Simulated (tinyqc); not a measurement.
Lossy interposer transmission line with skin effect: two steps of the calculation.

A uniform line in a homogeneous dielectric: c = sqrt(er)/(c0 Z0), l = Z0 sqrt(er)/c0 (c0 = 299792458 m/s), g = w c td, w = 2 pi f. The resistance joins its limits as r = sqrt(r_dc^2 + r_hf^2), with r_dc = rho/(wd th), r_hf = kr rho/(2 delta (wd + th)), delta = sqrt(rho/(pi f mu0)), mu0 = 4 pi 1e-7 H/m; this is an interpolation, and internal inductance, up to 0.05 nH/mm at low frequency, is neglected.

Parameters, values chosen for the exercise: length len = 2.2 mm; source resistance Rg = 100 ohm; load resistance RL = 50 ohm; load capacitance CL = 0 fF; frequency f = 0.54 GHz.

Question 1. Propagation constant and impedance. gamma = sqrt((r + i w l)(g + i w c)) = alpha + i beta, Zc = sqrt((r + i w l)/(g + i w c)), roots with positive real part; loss 8.685889638 alpha in dB; phase velocity w/beta.

r = 5.2059009 ohm/mm
l = 0.23055771 nH/mm
c = 188.21037 pF/m
g = 0.0031929138 S/m

Find: gamma len; Zc; loss; phase velocity over c0; r/(w l).

Answer 1.

gamma len = 0.08347+0.09646i
Zc = 68.95-59.07i ohm
loss = 0.3295 dB/mm
phase velocity over c0 = 0.2581
r/(w l) = 6.655

r exceeds w l, so the line behaves mainly as an RC line at this frequency.

Question 2. Reflection, input impedance and transfer. ZL = 1/(1/RL + i w CL); reflection (ZL - Zc)/(ZL + Zc); Zin = Zc (ZL + Zc tanh(gamma len))/(Zc + ZL tanh(gamma len)); H = V_load/V_source = [Zin/(Zin + Rg)]/[cosh(gamma len) + (Zc/ZL) sinh(gamma len)].

gamma len = 0.083467380+0.096457907i
Zc = 68.954416-59.067604i ohm

Give: ZL; reflection at the load; Zin; H; |H|.

Answer 2.

ZL = 50.000+0.000i ohm
reflection at the load = -0.32562+0.33487i
Zin = 61.240-2.642i ohm
H = 0.30883-0.01911i
|H| = -10.189 dB

Program tinyqc, `OMP_NUM_THREADS=1 python tinyqc.py 2810224 2810225 out.jsonl`; Intel Xeon 2.30GHz, shared host, one thread, about 0.01 s.
